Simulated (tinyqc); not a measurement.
Classical nucleation, growth and JMAK kinetics of crystallisation from a melt or glass: one step, computed by the program tinyqc. Command: `OMP_NUM_THREADS=1 python tinyqc.py 3024540 3024541 out.jsonl nucl walk`. One thread of a shared host (Intel(R) Xeon(R) Processor @ 2.30GHz), about 0.01 s of CPU time with the checks.

A spherical nucleus cap on a flat wall with a sharp interface of isotropic energy gamma; lambda = Omega^(1/3) is the jump distance.

Task: Steady nucleation rate. Driving force per volume: dG = H [(T_m - T)/T_m] [2 T/(T_m + T)]. Shape factor f = (2 + cos theta)(1 - cos theta)^2/4. W(r) = f [4 pi r^2 gamma - (4/3) pi r^3 dG]; r* = 2 gamma/dG; W* = f 16 pi gamma^3/(3 dG^2); n* = f (4/3) pi r*^3/Omega. D = D0 exp(-Q/(k_B T)); attachment rate k+ = (A*/lambda^2) D/lambda^2 with A* = 2 pi r*^2 (1 - cos theta); Zeldovich factor Z = sqrt(W*/(3 pi k_B T))/n*; sites per volume N = S_v/lambda^2; I = N Z k+ exp(-W*/(k_B T)); lag time = 1/(4 pi Z^2 k+).

Inputs (values chosen for the exercise, for a model substance):
```
quantity                        value        unit
melting point T_m                1030           K
heat of melting per volume H     1320      J/cm^3
interface energy gamma          0.142       J/m^2
atomic volume Omega              14.5  angstrom^3
temperature T                     610           K
diffusion prefactor D0        5.9e-06       m^2/s
activation energy Q             0.798          eV
contact angle theta               125     degrees
wall area per volume S_v       770000         1/m
```

Nucleation: on a flat wall. Driving force: Thompson-Spaepen.

Constants: k_B = 8.617333262e-05 eV/K; k_B = 1.380649e-23 J/K.

Give: diffusivity D; attachment rate k+; Zeldovich factor Z; sites N; nucleation rate I; lag time.

Result:

diffusivity D = 1.5060e-12 m^2/s

attachment rate k+ = 2.1186e+09 1/s

Zeldovich factor Z = 0.020045

sites N = 1.2949e+25 1/m^3

nucleation rate I = 1.3033e+19 1/(m^3 s)

lag time = 9.3482e-08 s

Caution: homogeneous nucleation, left out here, would be as fast or faster: the wall offers too few sites or too small a cut in the barrier.
